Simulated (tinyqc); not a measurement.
Worked calculation: G0W0 on RHF in the 6-31g basis, for H3+, spin multiplicity 1. One step of it, computed by the program tinyqc.

Problem. Integrals over molecular orbitals. (pq|rs) = sum C_ip C_jq C_kr C_ls (ij|kl), one index at a time.

coefficients C:
```
            MO1        MO2        MO3        MO4        MO5        MO6
1H 1s  0.401650  -0.000086   0.258777  -0.711450  -0.000080  -1.229750
1H 2s  0.306170  -0.000141   3.051031   2.273418   0.000271   2.138468
2H 1s  0.247250  -0.325721  -0.001028  -0.546009   0.886794   0.841895
2H 2s  0.045388  -0.679541  -1.965566  -0.487383  -1.160375  -1.273674
3H 1s  0.247171   0.325800  -0.000954  -0.545435  -0.887728   0.841079
3H 2s  0.045416   0.679926  -1.964450  -0.487948   1.160838  -1.272614
```

core Hamiltonian H = T + V (hartree), lower triangle:
```
           1H 1s      1H 2s      2H 1s      2H 2s      3H 1s      3H 2s
1H 1s  -1.621737
1H 2s  -1.338791  -1.442553
2H 1s  -0.979254  -0.957965  -1.299380
2H 2s  -1.049874  -1.209610  -1.147386  -1.271216
3H 1s  -0.978670  -0.957682  -0.206899  -0.516220  -1.299119
3H 2s  -1.049637  -1.209447  -0.516269  -0.829421  -1.147253  -1.271134
```

Two-electron integrals (ij|kl) in chemists' order, unique and non-zero (hartree):
```
(11|11) 1.076566   (21|11) 0.578470   (21|21) 0.329423   (22|11) 0.587396
(22|21) 0.361304   (22|22) 0.453150   (31|11) 0.384755   (31|21) 0.219334
(31|22) 0.239849   (31|31) 0.180570   (32|11) 0.335695   (32|21) 0.203895
(32|22) 0.246642   (32|31) 0.174988   (32|32) 0.189186   (33|11) 0.646585
(33|21) 0.399975   (33|22) 0.492826   (33|31) 0.384755   (33|32) 0.432611
(33|33) 1.076566   (41|11) 0.432611   (41|21) 0.247262   (41|22) 0.272763
(41|31) 0.174988   (41|32) 0.166042   (41|33) 0.335695   (41|41) 0.189186
(42|11) 0.473759   (42|21) 0.293090   (42|22) 0.372384   (42|31) 0.211881
(42|32) 0.227821   (42|33) 0.473759   (42|41) 0.227821   (42|42) 0.323492
(43|11) 0.399975   (43|21) 0.247358   (43|22) 0.309470   (43|31) 0.219334
(43|32) 0.247262   (43|33) 0.578470   (43|41) 0.203895   (43|42) 0.293090
(43|43) 0.329423   (44|11) 0.492826   (44|21) 0.309470   (44|22) 0.406999
(44|31) 0.239849   (44|32) 0.272763   (44|33) 0.587396   (44|41) 0.246642
(44|42) 0.372384   (44|43) 0.361304   (44|44) 0.453150   (51|11) 0.384459
(51|21) 0.219172   (51|22) 0.239683   (51|31) 0.124241   (51|32) 0.111768
(51|33) 0.205860   (51|41) 0.156339   (51|42) 0.180938   (51|43) 0.132622
(51|44) 0.180437   (51|51) 0.180326   (52|11) 0.335555   (52|21) 0.203817
(52|22) 0.246564   (52|31) 0.111805   (52|32) 0.106227   (52|33) 0.196432
(52|41) 0.144152   (52|42) 0.182304   (52|43) 0.127773   (52|44) 0.181444
(52|51) 0.174825   (52|52) 0.189098   (53|11) 0.056283   (53|21) 0.031781
(53|22) 0.034138   (53|31) 0.021869   (53|32) 0.020120   (53|33) 0.039967
(53|41) 0.024061   (53|42) 0.027993   (53|43) 0.024370   (53|44) 0.029690
(53|51) 0.021856   (53|52) 0.020116   (53|53) 0.003287   (54|11) 0.171944
(54|21) 0.102944   (54|22) 0.121441   (54|31) 0.058823   (54|32) 0.055566
(54|33) 0.103649   (54|41) 0.073800   (54|42) 0.091821   (54|43) 0.066863
(54|44) 0.092560   (54|51) 0.084879   (54|52) 0.088731   (54|53) 0.010311
(54|54) 0.042484   (55|11) 0.646387   (55|21) 0.399876   (55|22) 0.492759
(55|31) 0.205964   (55|32) 0.196468   (55|33) 0.359327   (55|41) 0.276747
(55|42) 0.353453   (55|43) 0.235824   (55|44) 0.344808   (55|51) 0.384459
(55|52) 0.432506   (55|53) 0.039967   (55|54) 0.197762   (55|55) 1.076566
(61|11) 0.432506   (61|21) 0.247203   (61|22) 0.272698   (61|31) 0.156416
(61|32) 0.144171   (61|33) 0.276742   (61|41) 0.182648   (61|42) 0.216017
(61|43) 0.173677   (61|44) 0.223929   (61|51) 0.174825   (61|52) 0.165949
(61|53) 0.024056   (61|54) 0.082705   (61|55) 0.335555   (61|61) 0.189098
(62|11) 0.473674   (62|21) 0.293039   (62|22) 0.372323   (62|31) 0.181031
(62|32) 0.182329   (62|33) 0.353433   (62|41) 0.216030   (62|42) 0.292755
(62|43) 0.225589   (62|44) 0.308845   (62|51) 0.211711   (62|52) 0.227733
(62|53) 0.027990   (62|54) 0.109519   (62|55) 0.473674   (62|61) 0.227733
(62|62) 0.323400   (63|11) 0.171976   (63|21) 0.102959   (63|22) 0.121451
(63|31) 0.084938   (63|32) 0.088751   (63|33) 0.197762   (63|41) 0.082732
(63|42) 0.109535   (63|43) 0.114121   (63|44) 0.127830   (63|51) 0.058792
(63|52) 0.055556   (63|53) 0.010311   (63|54) 0.029021   (63|55) 0.103649
(63|61) 0.073794   (63|62) 0.091814   (63|63) 0.042484   (64|11) 0.310419
(64|21) 0.191277   (64|22) 0.240858   (64|31) 0.128532   (64|32) 0.133161
(64|33) 0.267417   (64|41) 0.145050   (64|42) 0.199602   (64|43) 0.167700
(64|44) 0.219852   (64|51) 0.128452   (64|52) 0.133133   (64|53) 0.018548
(64|54) 0.065865   (64|55) 0.267417   (64|61) 0.145020   (64|62) 0.199579
(64|63) 0.065865   (64|64) 0.130200   (65|11) 0.399876   (65|21) 0.247308
(65|22) 0.309433   (65|31) 0.132692   (65|32) 0.127797   (65|33) 0.235824
(65|41) 0.173685   (65|42) 0.225603   (65|43) 0.154210   (65|44) 0.223373
(65|51) 0.219172   (65|52) 0.247203   (65|53) 0.024370   (65|54) 0.114121
(65|55) 0.578470   (65|61) 0.203817   (65|62) 0.293039   (65|63) 0.066863
(65|64) 0.167700   (65|65) 0.329423   (66|11) 0.492759   (66|21) 0.309433
(66|22) 0.406964   (66|31) 0.180539   (66|32) 0.181480   (66|33) 0.344808
(66|41) 0.223956   (66|42) 0.308871   (66|43) 0.223373   (66|44) 0.318518
(66|51) 0.239683   (66|52) 0.272698   (66|53) 0.029690   (66|54) 0.127830
(66|55) 0.587396   (66|61) 0.246564   (66|62) 0.372323   (66|63) 0.092560
(66|64) 0.219852   (66|65) 0.361304   (66|66) 0.453150
```

Give: one-electron integrals over orbitals h = C^T H C; Two-electron integrals over orbitals.

Solution.

one-electron integrals over orbitals h = C^T H C (hartree), lower triangle:
```
         1        2        3        4        5        6
1  -1.8162
2   0.0001  -1.1990
3  -0.0870   0.0000  -0.7322
4   0.1189  -0.0001   0.0189  -0.4729
5   0.0000   0.2185   0.0000   0.0000  -0.3105
6   0.0731   0.0001   0.2130  -0.0310   0.0000  -0.0659
```

Two-electron integrals over orbitals (pq|rs), unique and non-zero (hartree):
```
(11|11) 0.6681      (21|11) -6.36e-05   (21|21) 0.1206      (22|11) 0.4939
(22|21) 4.76e-05    (22|22) 0.4660      (31|11) 0.0870      (31|21) 5.85e-06
(31|22) 0.0087      (31|31) 0.0490      (32|11) 2.10e-05    (32|21) -0.0609
(32|22) -3.32e-05   (32|31) -1.28e-05   (32|32) 0.0663      (33|11) 0.3870
(33|21) -3.58e-05   (33|22) 0.3583      (33|31) 0.0133      (33|32) 3.43e-05
(33|33) 0.3312      (41|11) -0.1189     (41|21) 4.93e-05    (41|22) -0.0708
(41|31) -0.0203     (41|32) -7.71e-06   (41|33) -0.0331     (41|41) 0.0654
(42|11) 7.81e-05    (42|21) -0.0370     (42|22) 2.01e-05    (42|31) 1.12e-05
(42|32) 0.0104      (42|33) 1.62e-05    (42|41) -4.40e-05   (42|42) 0.0280
(43|11) -0.0196     (43|21) 2.08e-05    (43|22) -0.0050     (43|31) 2.54e-04
(43|32) -2.05e-05   (43|33) -0.0054     (43|41) 0.0188      (43|42) -1.73e-06
(43|43) 0.0215      (44|11) 0.4870      (44|21) -8.23e-05   (44|22) 0.3900
(44|31) 0.0561      (44|32) 3.56e-05    (44|33) 0.3271      (44|41) -0.0458
(44|42) 5.88e-05    (44|43) 0.0089      (44|44) 0.4268      (51|11) 2.99e-06
(51|21) -0.0790     (51|22) -5.92e-05   (51|31) -4.15e-06   (51|32) 0.0218
(51|33) 1.57e-06    (51|41) -2.13e-05   (51|42) 0.0402      (51|43) -8.64e-07
(51|44) 3.92e-05    (51|51) 0.0711      (52|11) -0.1487     (52|21) -4.26e-05
(52|22) -0.1117     (52|31) -0.0157     (52|32) 7.84e-06    (52|33) -0.0366
(52|41) 0.0583      (52|42) -1.56e-06   (52|43) 0.0019      (52|44) -0.0830
(52|51) 7.12e-05    (52|52) 0.0938      (53|11) 1.16e-05    (53|21) -0.0254
(53|22) -1.56e-05   (53|31) -1.06e-06   (53|32) 0.0373      (53|33) 2.40e-05
(53|41) 3.15e-06    (53|42) -0.0033     (53|43) -1.32e-05   (53|44) 2.52e-05
(53|51) 0.0008      (53|52) -7.88e-06   (53|53) 0.0352      (54|11) -2.52e-05
(54|21) 0.0840      (54|22) 3.35e-05    (54|31) 1.58e-05    (54|32) -0.0390
(54|33) -2.25e-05   (54|41) 4.05e-05    (54|42) -0.0285     (54|43) 1.86e-05
(54|44) -3.92e-05   (54|51) -0.0596     (54|52) -3.72e-05   (54|53) -0.0158
(54|54) 0.0667      (55|11) 0.4781      (55|21) 1.35e-04    (55|22) 0.4441
(55|31) 0.0125      (55|32) -6.88e-05   (55|33) 0.3391      (55|41) -0.0797
(55|42) -1.49e-05   (55|43) -0.0061     (55|44) 0.3804      (55|51) -1.34e-04
(55|52) -0.1203     (55|53) -2.98e-05   (55|54) 1.05e-04    (55|55) 0.4473
(61|11) -0.0731     (61|21) -2.49e-05   (61|22) 0.0328      (61|31) -0.0584
(61|32) 2.24e-05    (61|33) -0.0151     (61|41) 0.0216      (61|42) 1.02e-05
(61|43) 0.0200      (61|44) -0.0312     (61|51) 1.52e-05    (61|52) -0.0235
(61|53) 1.66e-06    (61|54) -2.99e-05   (61|55) 0.0362      (61|61) 0.1193
(62|11) -3.86e-05   (62|21) 0.0886      (62|22) 2.26e-05    (62|31) 1.77e-05
(62|32) -0.0397     (62|33) -2.04e-05   (62|41) 3.76e-05    (62|42) -0.0382
(62|43) 3.04e-06    (62|44) -5.54e-05   (62|51) -0.0682     (62|52) -3.72e-05
(62|53) -0.0018     (62|54) 0.0662      (62|55) 9.67e-05    (62|61) -5.22e-05
(62|62) 0.0855      (63|11) -0.1357     (63|21) 2.27e-05    (63|22) -0.0699
(63|31) -0.0355     (63|32) -5.03e-07   (63|33) -0.0395     (63|41) 0.0438
(63|42) -2.95e-05   (63|43) 0.0083      (63|44) -0.0757     (63|51) -6.02e-06
(63|52) 0.0468      (63|53) 5.03e-06    (63|54) 7.47e-06    (63|55) -0.0638
(63|61) 0.0393      (63|62) 1.72e-05    (63|63) 0.0540      (64|11) 0.0263
(64|21) 4.89e-05    (64|22) -0.0365     (64|31) 0.0382      (64|32) -3.51e-05
(64|33) 0.0010      (64|41) -0.0029     (64|42) -2.21e-05   (64|43) -0.0063
(64|44) 0.0192      (64|51) -2.81e-05   (64|52) 0.0281      (64|53) -8.35e-06
(64|54) 4.90e-05    (64|55) -0.0432     (64|61) -0.0783     (64|62) 6.41e-05
(64|63) -0.0195     (64|64) 0.0614      (65|11) 2.03e-05    (65|21) -0.1061
(65|22) -7.00e-05   (65|31) -1.12e-05   (65|32) 0.0609      (65|33) 2.29e-05
(65|41) -3.04e-05   (65|42) 0.0444      (65|43) -1.35e-05   (65|44) 5.85e-05
(65|51) 0.0781      (65|52) 6.77e-05    (65|53) 0.0218      (65|54) -0.0820
(65|55) -1.67e-04   (65|61) 3.03e-05    (65|62) -0.0932     (65|63) -7.89e-06
(65|64) -5.44e-05   (65|65) 0.1202      (66|11) 0.6553      (66|21) -1.18e-04
(66|22) 0.5002      (66|31) 0.0797      (66|32) 5.30e-05    (66|33) 0.3884
(66|41) -0.1406     (66|42) 1.03e-04    (66|43) -0.0234     (66|44) 0.4765
(66|51) 3.49e-05    (66|52) -0.1608     (66|53) 2.09e-05    (66|54) -7.28e-05
(66|55) 0.4944      (66|61) -0.0671     (66|62) -9.11e-05   (66|63) -0.1439
(66|64) 0.0206      (66|65) 8.04e-05    (66|66) 0.6932
```
